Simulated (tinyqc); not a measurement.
Worked calculation: plane-wave Kohn-Sham cycle with exchange-only LDA in a layered model solid. One step of it, computed by the program tinyqc.

Question. Iteration 1: Hamiltonian at one k. H(m,m') = (k + G_m)^2/2 delta + V(G_m - G_m'), with V(-G) = V(G).

A solid whose potential varies along x alone (atomic units):
```
parameter,value
period a,8.200000
cross-section of the cell,32.000000
electrons per cell,4
grid points,16
"plane waves -n..n, n",2
k points,4
V1 in V1 cos(2 pi x/a),-0.790000
```

V(G_m), m = 0, 1, 2, ... (hartree): -0.244168  -0.395000  0.000000  0.000000  0.000000

k = 0.125000 2 pi / a

Give: H.

Answer.

H (hartree), lower triangle:
```
,-2,-1,+0,+1,+2
-2,0.7879
-1,-0.3950,-0.0194
+0,0.0000,-0.3950,-0.2396
+1,0.0000,0.0000,-0.3950,0.1274
+2,0.0000,0.0000,0.0000,-0.3950,1.0815
```
